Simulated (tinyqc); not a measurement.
## Radius from the resistance

Inverse problem. Two half-spaces of a free-electron metal (one valley, spin 2) meet through a circular opening of radius a in an insulating sheet. kF = (3 pi^2 n)^(1/3), resistivity rho = hbar kF/(n q^2 l). Maxwell: RM = rho/(2 a); Sharvin: RS = 4 rho l/(3 pi a^2); interpolation R = RS + gamma RM, gamma = (1 + 0.83 K)/(1 + 1.33 K), K = l/a. Find a.

Parameters, values chosen for the exercise:
```
symbol,value,unit,meaning
n,4.6e20,cm^-3,free-electron density
l,27,nm,mean free path
```

Constants: q = 1.602176634e-19 C, hbar = 1.054571817e-34 J s. Results are converted to the units shown.

R = 202.04085 ohm

Answer. R falls steadily as a grows, so there is one root, found by bisection.

a = 7.400 nm
K = 3.649

tinyqc, about 0.01 s, one thread, Intel Xeon 2.30GHz (shared host): `OMP_NUM_THREADS=1 python tinyqc.py 2760092 2760093 out.jsonl`
